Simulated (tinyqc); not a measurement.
UHF in the sto-3g basis, for H3, spin multiplicity 2, step by step. Computed by tinyqc, a small Python program that keeps every step (integrals from PySCF). Settings: charge = 0, multiplicity = 2, basis = sto-3g, energy threshold = 1e-09, iteration cap = 83, orthogonalisation = canonical, start = core, DIIS depth = 3, method = UHF. Command: `OMP_NUM_THREADS=1 python tinyqc.py 22574 22575 out.jsonl` (the two numbers bound the seeds that draw the settings). One thread of a shared host (Intel(R) Xeon(R) Processor @ 2.60GHz), about 0.07 s of CPU time with the checks. Later iterations appear only in the table of the cycle.

## One-electron integrals

Geometry (angstrom):
```
atom        x        y         z
H     0.00000  0.00000   0.00000
H     0.00000  0.00000   1.00200
H     0.00000  0.99500  -0.11900
```

Basis sto-3g: exponents (1/bohr^2) and contraction coefficients of normalised primitives:
```
element  l (shell)  exponent  coefficient
H            s (1)   3.42525      0.15433
H            s (1)   0.62391      0.53533
H            s (1)   0.16886      0.44463
```

Overlap, kinetic and nuclear-attraction integrals over the contracted functions; the nuclear repulsion is the sum of Za Zb / Rab.

nuclear repulsion = 1.4092405 hartree

overlap S, lower triangle:
```
         1H 1s    2H 1s    3H 1s
1H 1s  1.00000
2H 1s  0.49531  1.00000
3H 1s  0.49525  0.25720  1.00000
```

kinetic energy T (hartree), lower triangle:
```
         1H 1s    2H 1s    3H 1s
1H 1s  0.76003
2H 1s  0.11057  0.76003
3H 1s  0.11054  0.00973  0.76003
```

nuclear attraction V (hartree), lower triangle:
```
          1H 1s     2H 1s     3H 1s
1H 1s  -2.25061
2H 1s  -1.00899  -2.09024
3H 1s  -1.00886  -0.49036  -2.09020
```

core Hamiltonian H = T + V (hartree), lower triangle:
```
          1H 1s     2H 1s     3H 1s
1H 1s  -1.49058
2H 1s  -0.89842  -1.33021
3H 1s  -0.89832  -0.48062  -1.33017
```

## Two-electron integrals

Functions are numbered as in S; the eight-fold symmetry (ij|kl) = (ji|kl) = (kl|ij) leaves the list below.

Two-electron integrals (ij|kl) in chemists' order, unique and non-zero (hartree):
```
(11|11) 0.77461   (21|11) 0.30839   (21|21) 0.15704   (22|11) 0.47739
(22|21) 0.30839   (22|22) 0.77461   (31|11) 0.30834   (31|21) 0.12810
(31|22) 0.20680   (31|31) 0.15700   (32|11) 0.13707   (32|21) 0.07001
(32|22) 0.13795   (32|31) 0.07001   (32|32) 0.03755   (33|11) 0.47736
(33|21) 0.20681   (33|22) 0.34604   (33|31) 0.30834   (33|32) 0.13795
(33|33) 0.77461
```

## Orthogonalisation

S = U s U^T; canonical form X = U s^(-1/2), so that X^T S X = 1. Each column of U has its largest component positive (the first on a tie).

eigenvalues of S: 0.41646  0.74280  1.84074

X:
```
              1         2        3
1H 1s   1.19055  -0.00006  0.47178
2H 1s  -0.70145  -0.82038  0.40044
3H 1s  -0.70126   0.82050  0.40041
```

## Starting guess

The start is the orbitals of the core Hamiltonian; D(s) = C_occ C_occ^T for each spin.

D(alpha) at the start, lower triangle:
```
         1H 1s     2H 1s    3H 1s
1H 1s  0.36727
2H 1s  0.19202   0.77343
3H 1s  0.19197  -0.57276  0.77356
```

D(beta) at the start, lower triangle:
```
         1H 1s    2H 1s    3H 1s
1H 1s  0.36727
2H 1s  0.19201  0.10039
3H 1s  0.19198  0.10037  0.10035
```

## Iteration 1: building the Fock matrix

J_ij = sum D_kl (ij|kl) with D = D(alpha) + D(beta), K_ij = sum D_kl (ik|jl) for each spin; F = H + J - K(s); E = tr D H + tr D J / 2 - 0.5 sum_s tr D(s) K(s) + E_nn.

Coulomb J (hartree), lower triangle:
```
         1H 1s    2H 1s    3H 1s
1H 1s  1.74743
2H 1s  0.82956  1.59526
3H 1s  0.82946  0.41383  1.59523
```

exchange K(alpha) (hartree), lower triangle:
```
         1H 1s    2H 1s    3H 1s
1H 1s  0.61747
2H 1s  0.42011  0.67312
3H 1s  0.42007  0.14704  0.67316
```

exchange K(beta) (hartree), lower triangle:
```
         1H 1s    2H 1s    3H 1s
1H 1s  0.57854
2H 1s  0.35175  0.31221
3H 1s  0.35170  0.21953  0.31213
```

F(alpha) (hartree), lower triangle:
```
          1H 1s     2H 1s     3H 1s
1H 1s  -0.36062
2H 1s  -0.48897  -0.40808
3H 1s  -0.48892  -0.21383  -0.40809
```

F(beta) (hartree), lower triangle:
```
          1H 1s     2H 1s     3H 1s
1H 1s  -0.32169
2H 1s  -0.42061  -0.04716
3H 1s  -0.42055  -0.28632  -0.04706
```

total energy of this density = -1.4646828 hartree

## Iteration 1: diagonalisation and new density

Diagonalise F' = X^T F X, C = X C', fill 2 alpha and 1 beta electrons from the bottom; D(s) = C_occ C_occ^T. Each column has its largest component positive (the first on a tie).

F' = X^T F X (alpha) (hartree), lower triangle:
```
          1         2         3
1   0.51008
2  -0.00001  -0.26152
3   0.00415  -0.00001  -0.64918
```

orbital energies (alpha) (hartree): MO1 -0.64919, MO2 -0.26152, MO3 0.51010

coefficients C (alpha):
```
           MO1       MO2       MO3
1H 1s  0.46752  -0.00006   1.19223
2H 1s  0.40293  -0.82039  -0.70001
3H 1s  0.40294   0.82049  -0.69983
```

F' = X^T F X (beta) (hartree), lower triangle:
```
          1        2         3
1   0.62074
2  -0.00001  0.32204
3  -0.11608  0.00004  -0.49634
```

orbital energies (beta) (hartree): MO1 -0.50828, MO2 0.32204, MO3 0.63268

coefficients C (beta):
```
           MO1       MO2       MO3
1H 1s  0.59107   0.00002   1.13605
2H 1s  0.32664  -0.82040  -0.73869
3H 1s  0.32656   0.82048  -0.73857
```

D(alpha) after iteration 1, lower triangle:
```
         1H 1s     2H 1s    3H 1s
1H 1s  0.21857
2H 1s  0.18843   0.83540
3H 1s  0.18833  -0.51077  0.83556
```

D(beta) after iteration 1, lower triangle:
```
         1H 1s    2H 1s    3H 1s
1H 1s  0.34936
2H 1s  0.19306  0.10669
3H 1s  0.19302  0.10667  0.10664
```

## Iteration 2: building the Fock matrix

As before.

Coulomb J (hartree), lower triangle:
```
         1H 1s    2H 1s    3H 1s
1H 1s  1.69912
2H 1s  0.82146  1.60844
3H 1s  0.82136  0.41425  1.60842
```

exchange K(alpha) (hartree), lower triangle:
```
         1H 1s    2H 1s    3H 1s
1H 1s  0.53318
2H 1s  0.41162  0.71448
3H 1s  0.41157  0.16687  0.71452
```

exchange K(beta) (hartree), lower triangle:
```
         1H 1s    2H 1s    3H 1s
1H 1s  0.56955
2H 1s  0.35130  0.31705
3H 1s  0.35124  0.22197  0.31695
```

F(alpha) (hartree), lower triangle:
```
          1H 1s     2H 1s     3H 1s
1H 1s  -0.32464
2H 1s  -0.48858  -0.43625
3H 1s  -0.48853  -0.23325  -0.43628
```

F(beta) (hartree), lower triangle:
```
          1H 1s     2H 1s     3H 1s
1H 1s  -0.36101
2H 1s  -0.42826  -0.03882
3H 1s  -0.42820  -0.28835  -0.03870
```

total energy of this density = -1.4865407 hartree

## Iteration 2: DIIS over 2 matrices

error matrix X^T (FDS - SDF) X (alpha):
```
          1        2        3
1   0.00000  0.00001  0.04703
2  -0.00001  0.00000  0.00000
3  -0.04703  0.00000  0.00000
```

B (overlaps of the stored error matrices):
```
               1              2
1  3.7954169e-02  1.2020898e-02
2  1.2020898e-02  6.0415971e-03
```

Minimise |sum c_i e_i|^2 with sum c_i = 1: solve [B -1; -1 0][c; lambda] = [0; -1] with B_ij = tr e_i^T e_j summed over both spins, and take F = sum c_i F_i.

DIIS coefficients: -0.29965  1.29965

extrapolated F(alpha) (hartree), lower triangle:
```
          1H 1s     2H 1s     3H 1s
1H 1s  -0.31385
2H 1s  -0.48846  -0.44470
3H 1s  -0.48841  -0.23907  -0.44472
```

extrapolated F(beta) (hartree), lower triangle:
```
          1H 1s     2H 1s     3H 1s
1H 1s  -0.37279
2H 1s  -0.43055  -0.03632
3H 1s  -0.43049  -0.28896  -0.03620
```

## Iteration 2: diagonalisation and new density

As before.

F' = X^T F X (alpha) (hartree), lower triangle:
```
         1         2         3
1  0.51382
2  0.00000  -0.27684
3  0.06531  -0.00001  -0.65822
```

orbital energies (alpha) (hartree): MO1 -0.66185, MO2 -0.27684, MO3 0.51745

coefficients C (alpha):
```
           MO1       MO2       MO3
1H 1s  0.40502  -0.00008   1.21488
2H 1s  0.43871  -0.82039  -0.67817
3H 1s  0.43872   0.82049  -0.67796
```

F' = X^T F X (beta) (hartree), lower triangle:
```
          1        2         3
1   0.58959
2  -0.00001  0.34019
3  -0.15229  0.00005  -0.51259
```

orbital energies (beta) (hartree): MO1 -0.53325, MO2 0.34019, MO3 0.61025

coefficients C (beta):
```
           MO1       MO2       MO3
1H 1s  0.62751   0.00004   1.11634
2H 1s  0.30257  -0.82041  -0.74886
3H 1s  0.30248   0.82047  -0.74876
```

D(alpha) after iteration 2, lower triangle:
```
         1H 1s     2H 1s    3H 1s
1H 1s  0.16404
2H 1s  0.17775   0.86550
3H 1s  0.17762  -0.48066  0.86568
```

D(beta) after iteration 2, lower triangle:
```
         1H 1s    2H 1s    3H 1s
1H 1s  0.39377
2H 1s  0.18987  0.09155
3H 1s  0.18981  0.09152  0.09150
```

## Iteration 3: building the Fock matrix

As before.

Coulomb J (hartree), lower triangle:
```
         1H 1s    2H 1s    3H 1s
1H 1s  1.69254
2H 1s  0.82023  1.61020
3H 1s  0.82013  0.41422  1.61018
```

exchange K(alpha) (hartree), lower triangle:
```
         1H 1s    2H 1s    3H 1s
1H 1s  0.49492
2H 1s  0.40492  0.73059
3H 1s  0.40486  0.17382  0.73064
```

exchange K(beta) (hartree), lower triangle:
```
         1H 1s    2H 1s    3H 1s
1H 1s  0.59137
2H 1s  0.35220  0.30513
3H 1s  0.35213  0.21590  0.30503
```

F(alpha) (hartree), lower triangle:
```
          1H 1s     2H 1s     3H 1s
1H 1s  -0.29295
2H 1s  -0.48311  -0.45060
3H 1s  -0.48305  -0.24023  -0.45063
```

F(beta) (hartree), lower triangle:
```
          1H 1s     2H 1s     3H 1s
1H 1s  -0.38940
2H 1s  -0.43039  -0.02514
3H 1s  -0.43032  -0.28230  -0.02502
```

total energy of this density = -1.4914488 hartree

## Iteration 3: DIIS over 3 matrices

error matrix X^T (FDS - SDF) X (alpha):
```
          1        2        3
1   0.00000  0.00000  0.01725
2   0.00000  0.00000  0.00000
3  -0.01725  0.00000  0.00000
```

B (overlaps of the stored error matrices), lower triangle:
```
               1              2              3
1  3.7954169e-02
2  1.2020898e-02  6.0415971e-03
3  4.1284504e-03  2.7469351e-03  1.3763212e-03
```

As before.

DIIS coefficients: 0.21119  -1.42823  2.21704

extrapolated F(alpha) (hartree), lower triangle:
```
          1H 1s     2H 1s     3H 1s
1H 1s  -0.26200
2H 1s  -0.47654  -0.46211
3H 1s  -0.47648  -0.24462  -0.46214
```

extrapolated F(beta) (hartree), lower triangle:
```
          1H 1s     2H 1s     3H 1s
1H 1s  -0.41566
2H 1s  -0.43137  -0.01025
3H 1s  -0.43130  -0.27452  -0.01012
```

## Iteration 3: diagonalisation and new density

As before.

F' = X^T F X (alpha) (hartree), lower triangle:
```
         1         2         3
1  0.52488
2  0.00001  -0.29282
3  0.11082  -0.00001  -0.64503
```

orbital energies (alpha) (hartree): MO1 -0.65543, MO2 -0.29282, MO3 0.53529

coefficients C (alpha):
```
           MO1       MO2       MO3
1H 1s  0.35843  -0.00009   1.22944
2H 1s  0.46422  -0.82039  -0.66096
3H 1s  0.46424   0.82049  -0.66075
```

F' = X^T F X (beta) (hartree), lower triangle:
```
          1        2         3
1   0.57140
2  -0.00001  0.35586
3  -0.19937  0.00006  -0.50976
```

orbital energies (beta) (hartree): MO1 -0.54535, MO2 0.35586, MO3 0.60700

coefficients C (beta):
```
           MO1       MO2       MO3
1H 1s  0.67367   0.00006   1.08910
2H 1s  0.27098  -0.82042  -0.76085
3H 1s  0.27089   0.82047  -0.76077
```

D(alpha) after iteration 3, lower triangle:
```
         1H 1s     2H 1s    3H 1s
1H 1s  0.12847
2H 1s  0.16647   0.88854
3H 1s  0.16632  -0.45761  0.88873
```

D(beta) after iteration 3, lower triangle:
```
         1H 1s    2H 1s    3H 1s
1H 1s  0.45384
2H 1s  0.18255  0.07343
3H 1s  0.18249  0.07340  0.07338
```

## Iteration 6 (converged): orbitals

converged F(alpha) (hartree), lower triangle:
```
          1H 1s     2H 1s     3H 1s
1H 1s  -0.26294
2H 1s  -0.47701  -0.46200
3H 1s  -0.47695  -0.24467  -0.46202
```

converged F(beta) (hartree), lower triangle:
```
          1H 1s     2H 1s     3H 1s
1H 1s  -0.41419
2H 1s  -0.43028  -0.01008
3H 1s  -0.43021  -0.27419  -0.00996
```

As before.

F' = X^T F X (alpha) (hartree), lower triangle:
```
         1         2         3
1  0.52519
2  0.00001  -0.29259
3  0.11012  -0.00001  -0.64558
```

orbital energies (alpha) (hartree): MO1 -0.65584, MO2 -0.29259, MO3 0.53546

coefficients C (alpha):
```
           MO1       MO2       MO3
1H 1s  0.35922  -0.00008   1.22920
2H 1s  0.46380  -0.82039  -0.66125
3H 1s  0.46381   0.82049  -0.66105
```

F' = X^T F X (beta) (hartree), lower triangle:
```
          1        2         3
1   0.57033
2   0.00000  0.35564
3  -0.19849  0.00006  -0.50845
```

orbital energies (beta) (hartree): MO1 -0.54381, MO2 0.35564, MO3 0.60569

coefficients C (beta):
```
           MO1       MO2       MO3
1H 1s  0.67329   0.00004   1.08934
2H 1s  0.27125  -0.82041  -0.76077
3H 1s  0.27116   0.82047  -0.76067
```

D(alpha) after iteration 6, lower triangle:
```
         1H 1s     2H 1s    3H 1s
1H 1s  0.12904
2H 1s  0.16668   0.88815
3H 1s  0.16654  -0.45801  0.88833
```

D(beta) after iteration 6, lower triangle:
```
         1H 1s    2H 1s    3H 1s
1H 1s  0.45332
2H 1s  0.18263  0.07357
3H 1s  0.18257  0.07355  0.07353
```

## Convergence

Stop when the energy changes by less than 1e-09 hartree and every element of the error matrix X^T (F D S - S D F) X (for each spin) is below 9e-06.

Course of the cycle:
```
iteration  E (hartree)     change  largest element of the error matrix
1           -1.4646828          -                             1.37e-01
2           -1.4865407  -2.19e-02                             4.70e-02
3           -1.4914488  -4.91e-03                             1.98e-02
4           -1.4929240  -1.48e-03                             3.97e-04
5           -1.4929243  -2.85e-07                             1.41e-05
6           -1.4929243  -5.07e-10                             8.69e-07
```

PySCF UHF in the same basis, after a stability check = -1.4929243 hartree

Converged in 6 iterations.

## Populations, bond orders and dipole

Mulliken: Z minus the diagonal of D S on the atom; Loewdin: the same with S^(1/2) D S^(1/2); Mayer order: 2 sum_s sum (D(s) S)_ij (D(s) S)_ji over the two atoms.

Charges (e):
```
atom  Mulliken   Loewdin  Mulliken spin
1H     0.07173   0.09454       -0.34012
2H    -0.03586  -0.04726        0.66996
3H    -0.03587  -0.04728        0.67015
```

Mayer bond orders:
```
pair    order
2-1   0.43972
3-1   0.43946
3-2   0.11015
```

dipole moment about the origin, x y z (debye): 0.00000  -0.17145  -0.15208

<S^2> of the determinant (pure state: 0.75) = 0.82078
